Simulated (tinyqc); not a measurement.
Isotype n-N heterojunction, non-linear Poisson equation by Newton steps, Fermi-Dirac statistics: one step of the calculation.

One dimension, material 1 (n-type) at x < 0 and material 2 (n-type) at x > 0. Band edges: Ec = -psi in material 1 and -psi + dEc in material 2, Ev = Ec - Eg. Equilibrium, Fermi level at 0. n = Nc F((EFn - Ec)/Vt), p = Nv F((Ev - EFp)/Vt), with F(eta) = F_1/2(eta) = (2/sqrt(pi)) int_0^infinity sqrt(u) du/(1 + exp(u - eta)) (Fermi-Dirac statistics); full ionisation, no interface charge, classical densities; the doping types are chosen for the exercise.

Problem. Check against the first integral. Exact first integral: on each side D^2/(2 eps0 er) = G, G = q [Vt (nI_j - nI_b) + Vt (pI_j - pI_b) - C (psi_j - psi_b)], with C = +N1 or +N2, b the neutral end of that side, and nI, pI the densities with F_1/2 replaced by F_3/2(eta) = (4/(3 sqrt(pi))) int_0^infinity u^(3/2) du/(1 + exp(u - eta)). D is continuous, so er1 G1(psi_j) = er2 G2(psi_j) fixes psi_j. Ends from Nc1 F(psi_L/Vt) = N1 and Nc2 F((V + psi_R - dEc)/Vt) = N2. D is counted positive when psi rises towards material 2.

Inputs (values chosen for the exercise); band and dielectric values close to those of crystalline and amorphous silicon:
```
symbol    value   unit                                          meaning
T           300      K                                      temperature
Eg1        1.14     eV                           band gap of material 1
er1        11.8                     relative permittivity of material 1
Nc1     2.75e19  cm^-3  conduction-band density of states of material 1
Nv1      2.6e19  cm^-3     valence-band density of states of material 1
Eg2        1.74     eV                           band gap of material 2
er2        11.9                     relative permittivity of material 2
Nc2     1.02e20  cm^-3  conduction-band density of states of material 2
Nv2     9.92e19  cm^-3     valence-band density of states of material 2
dEc        0.14     eV                 conduction-band offset Ec2 - Ec1
N1         3e18  cm^-3                      donor density of material 1
N2       2.4e18  cm^-3                      donor density of material 2
V             0      V                    bias of side 1 against side 2
```

Constants: q = 1.602176634e-19 C, kB = 1.380649e-23 J/K, Vt = kB T/q, eps0 = 8.8541878128e-14 F/cm where lengths are in cm. Results are converted to the units shown.

Give: psi_j; D; psi_j - psi_L; psi_R - psi_j; Ec1 - EFn at the interface; Ec2 - EFn at the interface.

Solution.

psi_j = -0.02216 V
D = 183.5 nC/cm^2
psi_j - psi_L = 0.03413 V
psi_R - psi_j = 0.06544 V
Ec1 - EFn at the interface = 0.02216 eV
Ec2 - EFn at the interface = 0.1622 eV

Material 2 takes 65.7 % of the bending.

Computed by the program tinyqc: `OMP_NUM_THREADS=1 python tinyqc.py 2040144 2040145 out.jsonl`, one thread of a shared Intel Xeon 2.30GHz, about 0.1 s for the whole run.
